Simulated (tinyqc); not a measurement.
## Reflectance at normal incidence against thickness

Normal incidence on air, film (n1) and substrate (N2 = n2 - i k2): r01 = (1 - n1)/(1 + n1), r12 = (n1 - N2)/(n1 + N2), amplitude (r01 + r12 X)/(1 + r01 r12 X), X = exp(-4 pi i n1 d/lam), R its squared modulus, phase from 0 to 360 degrees.

Values chosen for this exercise:
```
symbol   value  unit                                  meaning
lam        800    nm                               wavelength
n1       2.008                  index of the transparent film
n2       3.692                         index of the substrate
k2      0.0065        extinction coefficient of the substrate
```

Results:
```
d (nm)   R (%)  phase of the reflected amplitude (degrees)
0        32.92                                       179.9
25       29.48                                       162.6
75       6.667                                       125.2
100     0.1967                                       186.4
125      7.127                                       234.2
150      20.10                                       215.2
175      29.74                                       196.7
200      32.91                                       179.4
```

Estimate the missing row, d = 50 nm.

Computed row:
```
d (nm)  R (%)  phase of the reflected amplitude (degrees)
50      19.62                                       144.0
```

With this row back in the table: R goes from 32.9 through a minimum of 0.197 (at d = 100 nm among the rows listed) to 32.9 %. At a quarter wave, d = 99.6 nm, R = 0.194 %; for a transparent substrate it would vanish for n1 = sqrt(n2) = 1.92.

tinyqc, about 0.3 s, one thread, Intel Xeon 2.30GHz (shared host): `OMP_NUM_THREADS=1 python tinyqc.py 2870172 2870173 out.jsonl`
